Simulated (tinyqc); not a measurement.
# CMOS latch-up, two-transistor model: two studies

A parasitic pnp (emitter at Vdd, base shunted by Rw) and npn (emitter at ground, base shunted by Rs) feed each other: the npn collector current flows out of the pnp base node, the pnp collector current into the npn base node. Forward-active transistors with constant gains: Icn = Isn exp(Vn/Vt), Icp = Isp (exp(Vp/Vt) - 1). A current Ii is injected into the npn base node.

Values chosen for this exercise; values close to those of bulk CMOS:
```
symbol    value  unit                                            meaning
T           300     K                                        temperature
bn         16.1                                  current gain of the npn
bp          5.6                                  current gain of the pnp
Isn     4.3e-15     A                 saturation current of the npn at T
Isp     3.4e-16     A                 saturation current of the pnp at T
Rs          860   ohm              substrate resistance shunting the npn
Rw         2800   ohm                   well resistance shunting the pnp
R2           22   ohm  resistance from the pnp collector to the npn base
Von        0.68     V               base-emitter voltage in the on state
Vsat       0.05     V                                 saturation voltage
Vdd         0.9     V                                     supply voltage
```

Constants: q = 1.602176634e-19 C, kB = 1.380649e-23 J/K, Vt = kB T/q. Results are converted to the units shown.

Each table varies one quantity; the others keep the values above.

## Effect of the resistance from the pnp collector to the npn base

Node equations: Vp/Rw + Icp/bp = Icn and Vn/Rs + Icn/bn = Icp + Ii. Loop gain G = gn gp/[(1/Rw + gp/bp)(1/Rs + gn/bn)], gn = Icn/Vt, gp = (Icp + Isp)/Vt; the off state ends where G = 1, and Ii there is the trigger current. On state with both base-emitter voltages at Von: npn base current Ib = (Von/Rs + bp Von/Rw)/(bn bp - 1), holding current Ih = (bn + 1) Ib + Von/Rs, holding voltage Vh = Vsat + Von + R2 (Ib + Von/Rs).

The same in every row: Vn at trigger (V) = 0.63601; trigger current (mA) = 0.75048; Ih (mA) = 1.2032.

Result of one run:
```
R2 (ohm),Vh (V)
100,0.81148
```

What becomes of these results when the resistance from the pnp collector to the npn base R2 is changed from 100 to 5 ohm, all else the same?

Result of the changed run:
```
R2 (ohm),Vh (V)
5,0.73407
```

The whole series:
```
R2 (ohm),Vh (V)
5,0.73407
14,0.74141
37,0.76015
100,0.81148
270,0.95000
740,1.3330
2000,2.3596
```

As R2 goes from 5 to 2000 ohm, the trigger current stays at 0.750 mA, Ih stays at 1.20 mA and Vh rises from 0.734 to 2.36 V. Vh exceeds the supply Vdd = 0.9 V, which then cannot sustain a latched state, in 3 of the 7 rows.

## Effect of the well resistance shunting the pnp

Same model as above.

Effect of the well resistance shunting the pnp:
```
Rw (ohm),Vn at trigger (V),trigger current (mA),Ih (mA),Vh (V)
280,0.6969,0.9396,3.551,0.7509
540,0.6794,0.8549,2.295,0.7493
1000,0.6631,0.8048,1.673,0.7485
2000,0.6448,0.7658,1.308,0.7481
3900,0.6274,0.7369,1.130,0.7478
7500,0.6104,0.7129,1.040,0.7477
15000,0.5926,0.6898,0.9910,0.7477
28000,0.5768,0.6701,0.9684,0.7476
```

What does the comparison show?

As Rw goes from 280 to 28000 ohm, the trigger current falls from 0.940 to 0.670 mA, Ih falls from 3.55 to 0.968 mA and Vh stays near 0.748 V. Vh exceeds the supply Vdd = 0.9 V, which then cannot sustain a latched state, in 0 of the 8 rows. For Rw = 280 Vn at the trigger exceeds the fixed Von of the on-state formulas, so Ih and Vh are too low there.

Program tinyqc, `OMP_NUM_THREADS=1 python tinyqc.py 2670112 2670113 out.jsonl`; Intel Xeon 2.30GHz, shared host, one thread, about 0.09 s.
